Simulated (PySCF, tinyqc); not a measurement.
Worked calculation: CIS on RHF in the sto-6g basis, for H3+, spin multiplicity 1. The lowest restricted solution is unstable here: a spin-polarised one lies 0.0121 hartree lower (PySCF). One step of it, computed by the program tinyqc.

Question. CIS singlet states. Diagonalise A (1 hartree = 27.211386 eV); each vector has its largest component positive (the first on a tie). The transition dipole is mu = sqrt2 sum c_ia <i|r|a>.

CIS matrix A, singlet (hartree):
```
          1>2       1>3
1>2  0.353571  0.000016
1>3  0.000016  0.661003
```

dipole integrals <i|r|a> (bohr):
```
            x          y          z
1>2  0.000000  -0.322610   1.644549
1>3  0.000000  -0.258560  -0.049972
```

Give: singlet excitation energies; lowest vectors; oscillator strengths 2/3 w |mu|^2.

Answer.

singlet excitation energies (eV): 9.6212  17.9868

lowest vectors:
```
     state 1  state 2
1>2   1.0000   0.0001
1>3  -0.0001   1.0000
```

oscillator strengths 2/3 w |mu|^2: 1.3241  0.0611
